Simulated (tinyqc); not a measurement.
# Bias-temperature instability, empirical power law with universal recovery: two studies

Threshold-voltage shift at the end of a stress: dV = A (V/V0)^g exp[-(Ea q/kB)(1/T - 1/T0)] (t/1 s)^n. After a delay tr the permanent share pp stays and the rest falls by r = 1/(1 + B (tr/t)^be). An empirical model: its parameters are fits, not properties.

Values chosen for this exercise:
```
symbol,value,unit,meaning
V0,1.3,V,reference stress voltage
T0,398,K,reference temperature
A,15,mV,shift after 1 s at V0 and T0
n,0.19,,time exponent
g,2.9,,voltage exponent
Ea,0.19,eV,apparent activation energy of the shift
pp,0.1,,permanent share
B,1.1,,recovery scale
be,0.14,,recovery dispersion
V,0.93,V,use voltage
T,328,K,use temperature
dc,30,mV,failure criterion
ts,1000,s,stress time
```

Constants: q = 1.602176634e-19 C, kB = 1.380649e-23 J/K. Results are converted to the units shown.

Each table varies one quantity; the others keep the values above.

## Recovery after a stress

At V0 and T0 after the stress time ts.

Results:
```
tr (s)       tr/ts  share left  shift (mV)
0.00082  8.2000e-7     0.87946      49.013
0.16     1.6000e-4     0.77998      43.468
2.3      0.0023000     0.71227      39.695
33        0.033000     0.63498      35.387
460        0.46000     0.55302      30.820
6500        6.5000     0.47044      26.218
92000       92.000     0.39300      21.902
```

Estimate the missing row, tr = 0.012 s.

Computed row:
```
tr (s)      tr/ts  share left  shift (mV)
0.012   1.2000e-5     0.83460      46.513
```

With this row back in the table: The shift falls from 49.0 to 21.9 mV over 8.0 decades of time, towards the permanent 5.57 mV. Half of the recoverable part is gone at tr/ts = B^(-1/be) = 0.506.

## Effect of the time exponent at a fixed measured point

Same model as above.

The lifetime solves dV = dc; ten years are 3.15576e8 s. A is rescaled so that the shift at ts, V0 and T0 stays the same.

Results:
```
nx     A (mV)  shift after ten years (mV)  lifetime (years)
0.1    27.931                      22.946            145.93
0.125  23.501                      31.491            6.7841
0.175  16.638                      59.312           0.20345
0.2    13.999                      81.399          0.068002
0.225  11.779                      111.71          0.028996
0.25   9.9104                      153.31          0.014662
0.275  8.3386                      210.40         0.0083926
0.3    7.0160                      288.75         0.0052720
```

Estimate the missing row, nx = 0.15.

Computed row:
```
nx    A (mV)  shift after ten years (mV)  lifetime (years)
0.15  19.774                      43.218           0.87712
```

With this row back in the table: The ten-year shift rises from 22.9 to 289 mV and the lifetime falls from 146 to 0.00527 years: an error of 0.025 in the exponent changes the shift by a factor of 1.37 over the 5.50 decades from ts to ten years.

Numbers from tinyqc (`OMP_NUM_THREADS=1 python tinyqc.py 2070122 2070123 out.jsonl`; about 0.01 s on one thread of a shared Intel Xeon 2.30GHz).
